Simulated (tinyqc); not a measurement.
Specific resistance of a metal-semiconductor contact and its transmission-line measurement: one step, computed by the program tinyqc.

The barrier is parabolic (depletion approximation), energies E are normal energies counted from the band edge in the neutral semiconductor (downwards for holes), and the bias is zero. xi is an input, held fixed when other inputs move.

Problem. Tunnelling energy and barrier. E_00 = (e hbar/2) sqrt(N/(eps eps_0 m)); band bending E_b = phi_B + xi; depletion width w = sqrt(2 eps eps_0 E_b/(e^2 N)).

Inputs (values chosen for the exercise, modelled on p-type silicon): tunnelling mass m = 0.35 m_0; permittivity eps = 11.7; barrier height phi_B = 0.34 eV; doping N = 8.8e+19 1/cm^3; Fermi level above the band edge in the bulk, xi = 0.049 eV; temperature T = 400 K.

Image-force lowering: left out.

Constants: hbar = 1.054571817e-34 J s; eps_0 = 8.8541878128e-12 F/m; m_0 = 9.1093837015e-31 kg; k_B = 8.617333262e-05 eV/K; e = 1.602176634e-19 C.

Give: E_00; E_00/k_B T; depletion width; barrier used, above the bulk band edge.

Solution.

E_00 = 86.07 meV

E_00/k_B T = 2.497

depletion width = 2.391 nm

barrier used, above the bulk band edge = 0.389 eV

By the usual rule this is thermionic-field emission (0.5 to 5 k_B T).
